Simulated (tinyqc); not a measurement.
Mass anisotropy: shallow donor in an anisotropic valley (effective-mass theory).

One valley: H = -c [(d2/dx2 + d2/dy2)/mt + (d2/dz2)/ml] - q/(eps r), c = hbar^2/2m0, q = e^2/(4 pi eps0). Trial function exp(-sqrt((x^2 + y^2)/a^2 + z^2/b^2)) with a > b: T = (c/3)(2/(mt a^2) + 1/(ml b^2)), V = -(q/eps) atan(u/b)/u, u = sqrt(a^2 - b^2). The central cell of the impurity is left out.

Constants: hbar^2/2m0 = 3.80998211 eV angstrom^2; e^2/(4 pi eps0) = 14.39964547 eV angstrom; Ry = 13.60569312 eV; a0 (Bohr radius) = 0.5291772105 angstrom.

Values chosen for the exercise (out of a larger set: near those of Ge; not measured data): mt = 0.083 m0 (transverse mass); eps = 15.8 (dielectric constant); xs = (1.1, 2.2, 3, 4.5, 11, 23, 52, 96) (ratios ml/mt).

mt and eps fixed, ml varied. Energies in units of Ry*(mt) = Ry mt/eps^2 and lengths in a*(mt) = a0 eps/mt; the last two columns use one mass, 3/(1/ml + 2/mt) or (ml mt^2)^(1/3).

Results:
```
ml/mt   a/a*    b/a  binding  conductivity mass  density-of-states mass
1.10   0.980  0.967    1.032              1.031                   1.032
2.20   0.855  0.756    1.276              1.222                   1.301
3.00   0.809  0.678    1.389              1.286                   1.442
4.50   0.756  0.588    1.540              1.350                   1.651
11.0   0.665  0.431    1.874              1.435                   2.224
52.0   0.564  0.253    2.409              1.486                   3.733
96.0   0.537  0.205    2.593              1.492                   4.579
```

Give the missing row, ml/mt = 23.0.

Computed row:
```
ml/mt   a/a*    b/a  binding  conductivity mass  density-of-states mass
23.0   0.610  0.335    2.139              1.468                   2.844
```

The binding grows from 1.03 to 2.59 Ry*(mt); for ml going to infinity the exact problem becomes two-dimensional, with 4 Ry*. The conductivity mass saturates at 1.5 and underbinds, by 12 % at ml/mt = 4.5; the density-of-states mass errs by +7 % there and by +77 % in the last row. With these mt and eps one unit is 4.52 meV.

Program tinyqc; command `OMP_NUM_THREADS=1 python tinyqc.py 1250706 1250707 out.jsonl`; about 0.01 s on one thread of a shared Intel(R) Xeon(R) Processor @ 2.30GHz.
